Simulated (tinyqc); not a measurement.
# Changing the heater half-width b

Model: the 3-omega method: a line heater on a substrate with a thin film. Computed by tinyqc, a small Python program. Command: `OMP_NUM_THREADS=1 python tinyqc.py 3028798 3028799 out.jsonl threeomega sweep`. One thread of a shared host (Intel(R) Xeon(R) Processor @ 2.30GHz), about 0.02 s of CPU time with the checks.

A current at angular frequency omega = 2 pi f heats the line at 2 omega with the amplitude P per length; the temperature swing Delta T at 2 omega gives a voltage at 3 omega. The substrate is taken as semi-infinite and isotropic, and the heat capacity of heater and film is left out.

Inputs (values chosen for the exercise, modelled on amorphous silicon on sapphire):

| quantity | value | unit |
|---|---|---|
| substrate conductivity kappa | 35.6 | W/(m K) |
| substrate heat capacity C | 3.08 | 1e6 J/(m^3 K) |
| power amplitude per length P | 5 | W/m |
| current frequency f | 36 | Hz |
| film thickness t | 76 | nm |
| film conductivity kappa_f | 1.6 | W/(m K) |
| interface resistance R_i | 13 | m^2 K/GW |
| substrate thickness d_s | 300 | micrometre |
| temperature coefficient of resistance beta | 3.5 | 1e-3/K |
| voltage amplitude V_1 | 2.5 | V |

Method:
- D = kappa/C; q = sqrt(2 i omega/D); penetration depth 1/|q| = sqrt(D/(2 omega)).
- Delta T_s = (P/(pi kappa)) int_0^infinity (sin x/x)^2 / sqrt(x^2 + (q b)^2) dx with (q b)^2 = i |q b|^2, averaged over the heater width (12 Gauss-Legendre points on each of the pieces 0, 14 log-spaced edges from 1e-5 to 1, and multiples of pi to 40 pi; the tail adds 1/(4 (40 pi)^2)).
- For |q| b much below 1: Delta T_s = (P/(pi kappa)) [-ln(|q| b) + eta - i pi/4], eta = 3/2 - C_E = 0.92278, with Euler's C_E = 0.5772157.
- One-dimensional flow across the film: Delta T_f = P (t/kappa_f + R_i)/(2 b); total in-phase swing Delta T = Delta T_s + Delta T_f; third-harmonic amplitude V_3 = V_1 beta |Delta T|/2 with the out-of-phase part included; the apparent film conductivity is t/(t/kappa_f + R_i).
- Take the in-phase swing at f and at 2f; in the narrow-line limit kappa = P ln 2/(2 pi [Delta T(f) - Delta T(2f)]), whatever the film and the heater width.

One run for each value:

| heater half-width b (micrometre) | error of the slope method (%) | in-phase Delta T_s (K) | Delta T_f (K) | film share of the in-phase swing | \|q\| b |
|---|---|---|---|---|---|
| 0.50 | 3.6956e-04 | 0.29909 | 0.30250 | 0.50283 | 0.00313 |
| 0.94 | 1.3061e-03 | 0.27087 | 0.16090 | 0.37266 | 0.00588 |
| 1.80 | 4.7887e-03 | 0.24183 | 0.08403 | 0.25787 | 0.01126 |
| 3.40 | 1.7078e-02 | 0.21340 | 0.04449 | 0.17250 | 0.02127 |
| 6.30 | 5.8566e-02 | 0.18583 | 0.02401 | 0.11441 | 0.03941 |
| 12.00 | 2.1175e-01 | 0.15705 | 0.01260 | 0.07430 | 0.07507 |
| 22.00 | 7.0587e-01 | 0.13002 | 0.00688 | 0.05022 | 0.13764 |
| 42.00 | 2.5203e+00 | 0.10140 | 0.00360 | 0.03430 | 0.26276 |
| 80.00 | 8.7690e+00 | 0.07357 | 0.00189 | 0.02505 | 0.50049 |

Over the rows, error of the slope method (%) rises from 3.70e-4 to 8.77 (exponent d ln y / d ln x about 2.0 throughout); in-phase Delta T_s (K) falls from 0.299 to 0.0736 (exponent d ln y / d ln x -0.16 between the first rows and -0.50 between the last); Delta T_f (K) falls from 0.302 to 0.00189 (exponent d ln y / d ln x about -1.0 throughout). The exponent of Delta T_f stays at -1: the flux is P/(2b). Narrow heaters keep the slope method exact and raise the film signal as 1/b, while the substrate signal changes only as ln b as long as |q| b is well below 1.

Caution (all rows): the penetration depth exceeds a fifth of the substrate thickness, so the back face is felt and the semi-infinite formula fails.
